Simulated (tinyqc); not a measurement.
Quantum-confined Stark effect in a modulator well: sweeps and comparisons. A value that a table varies takes the place of the one given here.

Envelopes on cells of 0.5 angstrom over the well |z| < L/2 and 45 angstrom of barrier on each side, psi = 0 beyond, psi'/m continuous (mean mass between points), c = hbar^2/2m0. The electron sees + e F z and the hole - e F z, each with its offset in the barriers; 1 kV/cm = 1e-5 eV/angstrom. Light holes, band mixing and escape by tunnelling are left out.

Exciton: in-plane function exp(-rho/lam), 1/mu = 1/me + 1/mp, E(lam) = c/(mu lam^2) - (q/eps) times the integral over k of Fm(k)(1 + (k lam/2)^2)^(-3/2), Fm(k) the double integral of psi_e^2 psi_h^2 exp(-k |z - z'|), q = e^2/(4 pi eps0); binding Eb = -E at the minimum. Line at Eg + E_e + E_h - Eb, strength proportional to overlap^2/lam^2.

Constants: hbar^2/2m0 = 3.80998211 eV angstrom^2; e^2/(4 pi eps0) = 14.39964547 eV angstrom; hc = 1239.841984 eV nm.

Values chosen for the exercise (near those of a Ge well in SiGe, direct gap; shifted at random, so the results belong to these values and not to a real crystal): L = 144 angstrom (well width); Vc = 0.384 eV (conduction offset); Vv = 0.118 eV (heavy-hole offset); me = 0.0421 m0 (electron, well); meb = 0.0547 m0 (electron, barrier); mh = 0.216 m0 (heavy hole along z, well); mhb = 0.237 m0 (heavy hole, barrier); Eg = 0.833 eV (gap of the well); mp = 0.072 m0 (heavy hole in the plane); eps = 15.5 (dielectric constant); Fs = (0, 13, 26, 39, 53, 69, 86) kV/cm (fields); Ls = (56, 74, 92, 112, 136, 164) angstrom (widths); F_L = 60 kV/cm (field for this table); F = 60 kV/cm (field).

## Raising the field

All quantities anew; shifts from zero field.

Results:
```
F (kV/cm)  dE_e (meV)  dE_h (meV)  Eb (meV)  line shift (meV)  overlap^2  relative strength
0                0.00        0.00      3.75              0.00      0.998              1.000
13              -0.22       -0.87      3.70             -1.03      0.930              0.909
26              -0.86       -3.28      3.57             -3.95      0.779              0.717
39              -1.92       -6.80      3.42             -8.38      0.618              0.530
53              -3.51      -11.48      3.27            -14.50      0.469              0.373
69              -5.87      -17.61      3.12            -22.84      0.338              0.249
86              -8.96      -24.81      2.99            -33.00      0.237              0.162
```

How do the results move?

The line shift grows with exponent 1.94 in F at low field and 1.67 at the end, as the carriers come up against opposite walls and the dipole begins to saturate. The hole gives 80 % of the level shift in the second row and 73 % in the last. The largest shift is 8.8 times the zero-field binding, yet 80 % of the binding survives, since the walls stop the field from pulling the pair apart. Half the strength is gone between 39 and 53 kV/cm.

## Width of the well

Zero-field line, its shift at F_L and the relative strength.

Results:
```
L (angstrom)  line at F = 0 (nm)  Eb (meV)  shift (meV)  relative strength  shift x strength (meV)
56                        1290.8      4.43        -1.72              0.961                    1.65
74                        1346.6      4.28        -3.18              0.904                    2.88
92                        1382.9      4.13        -5.55              0.795                    4.41
112                       1409.8      3.97        -9.37              0.615                    5.76
136                       1431.1      3.81       -15.56              0.381                    5.93
164                       1447.2      3.63       -24.76              0.175                    4.34
```

What does this show?

The shift grows with exponent 2.21 in L over the first two rows and 2.48 over the last two, against 4 for hard walls at second order; leakage lowers it in narrow wells and saturation in wide ones. The strength falls from 0.96 to 0.18, and the product of the two is largest at 136 angstrom.

## What each parameter does

Zero-field line, shift at F, overlap^2 and Eb at F. Each row changes one parameter from the base and keeps the others.

Results:
```
case              line (nm)  shift (meV)  overlap^2  Eb (meV)
base                 1436.4       -17.99      0.407      3.20
L = 134 angstrom     1429.7       -14.99      0.494      3.36
F = 48 kV/cm         1436.4       -12.18      0.519      3.32
Vc = 0.307 eV        1438.5       -18.41      0.396      3.17
Vv = 0.147 eV        1436.1       -17.28      0.427      3.23
me = 0.0484 m0       1440.8       -18.11      0.390      3.37
mh = 0.184 m0        1435.3       -17.55      0.432      3.21
eps = 14             1437.6       -17.86      0.407      3.77
```

What does this show?

The largest shifts from the base row, up to three for each result and ties (the steps differ in size, so this ranks the rows, not the parameters). line (nm): L -6.8, me +4.4, Vc +2.0; unchanged at the printed digits by F. shift (meV): F +5.81, L +3.01, Vv +0.71. overlap^2: F +0.112, L +0.087, mh +0.025; unchanged at the printed digits by eps. Eb (meV): eps +0.58, me +0.17, L +0.16.

(tinyqc, `OMP_NUM_THREADS=1 python tinyqc.py 1250833 1250834 out.jsonl`, Intel(R) Xeon(R) Processor @ 2.30GHz, 1 thread, shared host, about 0.1 s.)
